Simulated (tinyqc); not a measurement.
Bandgap voltage reference from two bipolar transistors: one step of the calculation.

Two transistors of area 1 and N carry the same current I. Is(T) = Is (T/T0)^eta exp[(Vg0 q/kB)(1/T0 - 1/T)], VBE1 = Vt ln(I/Is(T)) + I rb, VBE2 = Vt ln(I/(N Is(T))) + I rb/N. The amplifier forces I R1(T) = VBE1 - VBE2 + Vos, with R(T) = R (1 + tc (T - T0)) for both resistors, and the output is Vref = VBE1 + I R2(T). Base currents and the Early effect are neglected.

Question. Resistor for zero slope at T0, ideal case. With tc = 0, Vos = 0 and rb = 0 the current is proportional to T, dVBE/dT = (VBE - Vg0 - (eta - 1) Vt)/T, and Vref has zero slope at T0 when Vref = Vg0 + (eta - 1) Vt0. Find VBE1, its slope, that Vref, R2/R1 and the curvature d2Vref/dT2 = -(eta - 1) kB/(q T0).

Parameters, values chosen for the exercise; values of the order met in silicon bipolar transistors: reference temperature T0 = 300 K; band-gap voltage extrapolated to 0 K Vg0 = 1.189 V; temperature exponent of the saturation current eta = 3.8; saturation current of the unit transistor at T0 Is = 1.5e-16 A; area ratio of the second transistor N = 4; resistor across which the difference of VBE falls, at T0 R1 = 3.3 kohm.

Constants: q = 1.602176634e-19 C, kB = 1.380649e-23 J/K. Results are converted to the units shown.

Give: VBE1; dVBE/dT; Vref; R2/R1; curvature.

Answer.

VBE1 = 0.64644 V
dVBE/dT = -2.0498 mV/K
Vref = 1.2614 V
R2/R1 = 17.159
curvature = -0.80428 uV/K^2

Computed by the program tinyqc: `OMP_NUM_THREADS=1 python tinyqc.py 2062038 2062039 out.jsonl`, one thread of a shared Intel Xeon 2.30GHz, about 0.02 s for the whole run.
